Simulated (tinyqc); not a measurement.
When the interface binds a state: heterojunction of two tight-binding chains.

Left chain: hopping -t1, sites at 2 t1 (band bottom 0). Right chain: hopping -t2, sites at dE + 2 t2 (bottom dE). t = c/(m a^2), c = hbar^2/2m0. The bond across the interface is -tc with tc = f sqrt(t1 t2), and the last left site has the extra energy U. In a chain E = bottom + 2t (1 - cos(ka)); the surface Green function of a half chain is g = -exp(ika)/t, with Im k > 0 where cos(ka) > 1.

Constants: hbar^2/2m0 = 3.80998211 eV angstrom^2.

Values chosen for the exercise (masses and offset of the size met at GaAs / AlGaAs; shifted at random, so the results belong to these values and not to a real crystal): a = 5.65 angstrom (site spacing); m1 = 0.07 m0 (mass on the left); m2 = 0.092 m0 (mass on the right); dE = 0.23 eV (band offset); f = 0.95 (factor on the interface hopping).

A state below both bands solves E - 2 t1 - U - S1(E) - S2(E) = 0 for E < 0, with S1 = -t1 z1, S2 = -(tc^2/t2) z2 and |z| < 1 the decaying root of z + 1/z = 2 - (E - bottom)/t. Decay lengths -a/ln|z|. The threshold is the U that solves the equation at E = 0. A dash: no bound state.

Interface state:
```
U (eV),E (eV),decay left (angstrom),decay right (angstrom)
-0.21,-,-,-
-0.42,-,-,-
-0.62,-,-,-
-0.76,-0.0024,149.1,13.4
-0.90,-0.0193,53.2,13.0
-1.11,-0.0643,29.1,12.0
-1.38,-0.1466,19.3,10.6
-2.08,-0.4515,11.1,8.0
```

threshold U = -0.6920 eV

The step and the weakened interface bond push the state out, so an attraction must exceed 0.6920 eV to bind; 5 of the 8 rows are bound. At U = -2.08 eV the state decays over 11.1 angstrom to the left and 8.0 to the right, where the band lies higher.

(tinyqc, `OMP_NUM_THREADS=1 python tinyqc.py 1481473 1481474 out.jsonl`, Intel(R) Xeon(R) Processor @ 2.30GHz, 1 thread, shared host, about 0.01 s.)
